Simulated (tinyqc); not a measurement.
A particle near a wafer in liquid: double-layer and van der Waals forces (DLVO), deposition barrier and removal: one step, computed by the program tinyqc. Command: `OMP_NUM_THREADS=1 python tinyqc.py 3111864 3111865 out.jsonl dlvo walk`. One thread of a shared host (Intel(R) Xeon(R) Processor @ 2.30GHz), about 0.01 s of CPU time with the checks.

Sphere and flat wall, Derjaguin approximation, constant potentials in the linear-superposition form, no retardation and no hydration force.

Question. The curve. U(h) = Z R exp(-kappa h) - A R/(6 h); F(h) = -dU/dh = kappa Z R exp(-kappa h) - A R/(6 h^2), positive for repulsion.

Inputs (values chosen for the exercise, of the order of those for silica on silicon in water): particle radius R = 12 nm; Hamaker constant A = 1.3e-20 J; temperature T = 293 K.

kappa = 0.04017996 1/nm

Z = 1.360103 pN

Constants: k_B = 1.380649e-23 J/K.

Give: the table «Against the gap» with the columns kappa h, U (k_B T), F (pN), for h (nm) = 0.4, 0.6, 1.0, 1.5, 2.5, 4.0, 7.0, 12.0, 20.0, 40.0.

Answer.

Against the gap:
```
h (nm)  kappa h  U (k_B T)       F (pN)
0.4      0.0161    -12.098  -1.6185e+02
0.6      0.0241     -6.774  -7.1582e+01
1.0      0.0402     -2.551  -2.5370e+01
1.5      0.0603     -0.486  -1.0938e+01
2.5      0.1004      1.078  -3.5669e+00
4.0      0.1607      1.829  -1.0666e+00
7.0      0.2813      2.127  -3.5603e-02
12.0     0.4822      1.956   2.2436e-01
20.0     0.8036      1.485   2.2861e-01
40.0     1.6072      0.648   1.1520e-01
```

Caution: kappa R is not large, so the Derjaguin approximation is only rough at gaps of the order of the Debye length. Caution: in rows where h is not small against R, A R/(6 h) overstates the van der Waals term. Caution: in rows with kappa h below 1 linear superposition is only rough.
